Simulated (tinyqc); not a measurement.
Van der Pauw, Hall and four-point-probe measurements on a doped layer: correction factor against the shape of the sample.

A uniform n-type layer with sheet resistance Rs = 1/(q ns mu), point contacts, low field (mu B small).

Rs = 1/(q ns mu). For a rectangle with contacts at the corners, RA = (8 Rs/pi) sum_(k>=0) ln coth((2k + 1) pi a/(2 b)) with current along a short side b and voltage along the opposite one, RB the same with a and b exchanged. ar = a/b. F = Rs/[(pi/ln 2)(RA + RB)/2]; small-asymmetry estimate 1 - (ln 2/2) d^2 - ((ln 2)^2/4 - (ln 2)^3/12) d^4 with d = (RB - RA)/(RB + RA).

Inputs (values chosen for the exercise):
```
symbol   value        unit                     meaning
ns      8.5e12       cm^-2  sheet density of the layer
mu        1000  cm^2/(V s)              drift mobility
```

Constants: q = 1.602176634e-19 C. Results are converted to the units shown.

Results:
```
ar,RA (ohm),RB (ohm),RB/RA,F,estimate of F
1,162.0,162.0,1.000,1.000,1.000
1.14,104.2,239.0,2.293,0.9442,0.9444
1.29,65.01,330.9,5.089,0.8185,0.8249
1.57,26.96,518.1,19.22,0.5944,0.6577
1.71,17.37,616.2,35.48,0.5114,0.6167
1.86,10.84,723.1,66.70,0.4415,0.5917
2,6.984,824.0,118.0,0.3899,0.5787
```

Estimate the missing row, ar = 1.43.

Computed row:
```
ar,RA (ohm),RB (ohm),RB/RA,F,estimate of F
1.43,41.87,422.6,10.09,0.6977,0.7254
```

With this row back in the table: RB/RA rises from 1.00 to 118 and F falls from 1.00 to 0.390. The estimate is 0.78 % above F at a/b = 1.29 and 48 % above it in the last row. RA shrinks about as exp(-pi a/b): by a factor of 1.55 between the last two rows, against 1.55.

tinyqc, about 0.01 s, one thread, Intel Xeon 2.30GHz (shared host): `OMP_NUM_THREADS=1 python tinyqc.py 2850139 2850140 out.jsonl`
